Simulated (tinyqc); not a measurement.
Swing curve: thickness of the top film: thin-film optics by transfer matrices.

Indices N = n + i k. Snell: N0 sin(theta) = N_j sin(theta_j), with Im(N_j cos theta_j) >= 0. Admittance y_j = N_j cos theta_j for s and N_j/cos theta_j for p. Phase delta_j = 2 pi N_j cos theta_j d_j/lambda. Layer matrix [[cos delta, -i sin delta/y], [-i y sin delta, cos delta]], multiplied from the top down to M. (B, C) = M (1, y_sub); r = (y0 B - C)/(y0 B + C), R = |r|^2, T = 4 Re y0 Re y_sub/|y0 B + C|^2, absorbed in the films 1 - R - T.

Parameters, chosen for this exercise (indices near those of HfO2, SiO2 on Si; the results hold for these values, not for the real material): lam = 365 nm (vacuum wavelength); n0 = 1 (ambient index); n = (2.161, 1.474, 6.564) (n of HfO2, SiO2, substrate); k = (0, 0, 2.814) (k in the same order); d = (3.5, 163) nm (thicknesses, top first); theta = 45 degrees (angle of incidence); pol = p (polarisation).

The first entry of d takes the values listed.

Stack:

| d_1 (nm) | R | T | absorbed |
|---|---|---|---|
| 3.5 | 0.4084 | 0.5916 | 0.0000 |
| 18.4 | 0.2284 | 0.7716 | 0.0000 |
| 33.3 | 0.2773 | 0.7227 | 0.0000 |
| 48.2 | 0.4640 | 0.5360 | 0.0000 |
| 63.1 | 0.5575 | 0.4425 | 0.0000 |
| 78.0 | 0.5395 | 0.4605 | 0.0000 |
| 92.9 | 0.4081 | 0.5919 | 0.0000 |
| 107.8 | 0.2282 | 0.7718 | 0.0000 |
| 122.7 | 0.2776 | 0.7224 | 0.0000 |
| 137.6 | 0.4643 | 0.5357 | 0.0000 |
| 152.5 | 0.5576 | 0.4424 | 0.0000 |
| 167.3 | 0.5399 | 0.4601 | 0.0000 |
| 182.2 | 0.4090 | 0.5910 | 0.0000 |

R swings between 0.2282 and 0.5576 on these points. The period is lambda/(2 Re(N_1 cos theta_1)) = 89.4 nm, six rows. The film does not absorb, so the swing repeats exactly. The swing ratio (max - min)/mean is 0.80.

tinyqc: `OMP_NUM_THREADS=1 python tinyqc.py 1650263 1650264 out.jsonl`; about 0.01 s, one thread, shared Intel(R) Xeon(R) Processor @ 2.30GHz.
